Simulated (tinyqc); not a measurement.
Atomic layer deposition: Langmuir saturation, growth per cycle and coating of deep features: one step, computed by the program tinyqc. Command: `OMP_NUM_THREADS=1 python tinyqc.py 3007624 3007625 out.jsonl ald walk`. One thread of a shared host (Intel(R) Xeon(R) Processor @ 2.30GHz), about 0.02 s of CPU time with the checks.

Precursor A sticks only on free sites, so a long enough pulse saturates; co-reactant B then frees the sites again.

Task: Exposure for a deep feature. Diffusion-limited filling (Gordon) of a round hole of diameter w: a saturation front at depth z needs dz/dt = D_K n/(z (4q/w)), with Knudsen D_K = w c/3 and F = n c/4; including the entrance and floor terms, t = (q/F)(1 + 19a/4 + 3a^2/2). Reaction-limited filling needs ln(100)/k_a at any depth, k_a = beta F/q. Flow is molecular. The front picture holds when the modulus a sqrt(beta) is well above 1. Depth reached by the given pulse: solve the same formula for a. Exposure = p x diffusion-limited time; 1 langmuir = 1.33322e-4 Pa s.

Inputs (values chosen for the exercise, modelled on zinc oxide from diethylzinc and water): site density q = 7.1 1/nm^2; sticking probability beta on free sites = 0.01; precursor pressure p = 1 Pa; temperature T = 125 C; pulse time t = 0.069 s; aspect ratio a = 58.

Feature: round hole.

flux F = 11857.95 1/(nm^2 s)

Give: diffusion-limited time; exposure; modulus; aspect ratio reached by the front in time t.

Result:

diffusion-limited time = 3.1869 s

exposure = 23904 langmuir

modulus = 5.8

aspect ratio reached by the front in time t = 7.2861

Caution: the pulse is shorter than ln(100)/k_a, so even the open surface is not saturated and the depth reached has no meaning. Caution: the depth reached is formal here: it is under 2/sqrt(beta), so no sharp front has formed.
